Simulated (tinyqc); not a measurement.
## Channel mobility from two channel lengths

Problem. Two power MOSFETs differ only in channel length: R_on = R_rest + Lc (Wp + a)/(2 mch Cox Vov), Cox = 3.9 eps0/tox. Find mch and R_rest.

Values chosen for this exercise:
- tox = 46 nm (gate oxide thickness (eps_r 3.9))
- Vov = 4 V (gate overdrive)
- Wp = 3.2 um (width of the p body in one cell, channels included)
- a = 2.2 um (gap between neighbouring p bodies)

Constants: eps0 = 8.8541878128e-14 F/cm where lengths are in cm. Results are converted to the units shown.

R_on at Lc = 0.37 and 1 um (mohm cm^2): 2.6073219  2.7900592

Answer. R_on is a straight line in Lc; its slope gives mch and its intercept the rest.

mch = 310 cm^2/(V s)
R_rest = 2.50 mohm cm^2

tinyqc, about 0.01 s, one thread, Intel Xeon 2.30GHz (shared host): `OMP_NUM_THREADS=1 python tinyqc.py 2230057 2230058 out.jsonl`
